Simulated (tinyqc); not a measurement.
When the band splits: coherent potential approximation for a binary alloy with a semi-elliptic band.

Site levels eA = -x d (share 1 - x) and eB = (1 - x) d (share x), so that their mean, the virtual crystal, is 0. Pure band: G0(z) = 2 (z - sqrt(z - W) sqrt(z + W))/W^2 with principal roots, density -Im G/pi per site. The medium has a self-energy S(z), G = G0(z - S), z = E + i eta. t_i = (e_i - S)/(1 - (e_i - S) G); the CPA demands <t> = (1 - x) tA + x tB = 0. Iteration: start at S = 0, set S(new) = S + <t>/(1 + <t> G), stop when |<t>| < 1e-9 eV.

Inputs chosen for the exercise:
- W = 3.2 eV (half width of the pure band)
- x = 0.37 (fraction of B)
- eta = 0.064 eV (broadening)

x as given, d varied, eta as given. The density is taken at E = (eA + eB)/2 and at E = eA + eB = (1 - 2x) d, where S has its pole for well split bands; a gap shows as a density of the size of the broadening tail.

Between the two levels:
```
d/W  d (eV)  density at the midpoint (1/eV)  density at (1 - 2x) d (1/eV)  Im S at the midpoint (eV)
0.2    0.64                          0.1914                        0.1911                     -0.059
0.4    1.28                          0.1802                        0.1791                     -0.245
0.6    1.92                          0.1614                        0.1572                     -0.576
0.8    2.56                          0.1362                        0.1210                     -1.018
1.0    3.20                          0.1082                        0.0581                     -1.350
1.2    3.84                          0.0760                        0.0202                     -1.324
1.5    4.80                          0.0107                        0.0072                     -0.584
2.0    6.40                          0.0029                        0.0029                     -0.670
```

The midpoint density falls from 0.191 to 0.0029 1/eV; it first drops below a tenth of the pure peak (0.020) at d/W = 1.5. At (1 - 2x) d the density drops below that mark at d/W = 1.5, so the bands have parted by then (this mark lags the true splitting), and is least, 0.0029, at d/W = 2. For x = 1/2 the two coincide and the band splits at d = W exactly; here x = 0.37. The size of Im Sigma at the midpoint is largest at d/W = 1. It is a lifetime only where the density there is finite; for well separated bands, d/W above 1/(2 sqrt(x (1 - x))), S has a pole in the gap at (1 - 2x) d.

Computed by tinyqc, a small Python program: `OMP_NUM_THREADS=1 python tinyqc.py 1452328 1452329 out.jsonl` (the numbers bound the seed that draws the inputs); one thread of a shared host (Intel(R) Xeon(R) Processor @ 2.30GHz), about 0.01 s for the whole set of steps.
